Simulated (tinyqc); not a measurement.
Off-state leakage of single and stacked transistors: two steps of the calculation.

n-channel devices of unit width. Subthreshold current I(Vg, Vs, Vd) = I0 (T/300 K)^0.5 exp[(Vg - Vs - VT(T) - gb (Vs - Vb) + dd (Vd - Vs))/(nf Vt)] (1 - exp(-(Vd - Vs)/Vt)), VT(T) = VT - cT (T - 300 K). Gate-edge tunnelling Ig (Vd/1 V) exp(ag (Vd - 1 V)), for a gate at 0 V, and band-to-band leakage Ab u exp(-Bb/u), u = Vd - Vb + 1 V, flow at a drain held at V; both are taken as independent of T. In a stack of off transistors (all gates at 0 V) the same subthreshold current passes through each.

Inputs (values chosen for the exercise); values of the order met in bulk silicon logic transistors: temperature T = 300 K; supply voltage V = 0.8 V; threshold at 300 K, zero drain and body bias VT = 0.38 V; fall of the threshold with temperature cT = 0.9 mV/K; current at threshold at 300 K I0 = 0.98 uA/um; slope factor nf = 1.16; drain-induced lowering per volt dd = 0.12; rise of the threshold per volt of source-body bias gb = 0.21; gate-edge tunnelling current at 1 V Ig = 0.0002 uA/um; exponential slope of the gate current ag = 4.3 1/V; prefactor of band-to-band leakage at the drain Ab = 2 uA/(um V); its exponential voltage Bb = 19 V; body voltage Vb = -0.6 V.

Constants: q = 1.602176634e-19 C, kB = 1.380649e-23 J/K, Vt = kB T/q. Results are converted to the units shown.

Task 1. Leakage of one transistor. Vg = Vs = 0, Vd = V; effective threshold VT(T) - gb Vb - dd V.

Give: effective threshold; parts; total; shares.

Result 1.

effective threshold = 0.41000 V
parts (nA/um): subthreshold 0.0011312, gate edge 0.067706, band-to-band 1.7502
total = 1.8190 nA/um
shares (%): subthreshold 0.062191, gate edge 3.7222, band-to-band 96.216

The band-to-band part is the largest.

Task 2. New Vx. Stack of two, Vx the node between them: I_low = I(0, 0, Vx), I_up = I(0, Vx, V), f = ln(I_up/I_low), f' = -(1 + gb + 2 dd)/(nf Vt) - 1/(Vt (exp(Vx/Vt) - 1)) - 1/(Vt (exp((V - Vx)/Vt) - 1)), Vx(new) = Vx - f/f'.

Vx after iteration 1 = 0.067763918 V

Wanted: I_low; I_up; f; f'; Vx after iteration 2.

Result 2.

I_low = 5.601e-5 nA/um
I_up = 5.602e-5 nA/um
f = 2.076e-4
f' = -51.39 1/V
Vx after iteration 2 = 0.06777 V

Numbers from tinyqc (`OMP_NUM_THREADS=1 python tinyqc.py 2242056 2242057 out.jsonl`; about 0.03 s on one thread of a shared Intel Xeon 2.30GHz).
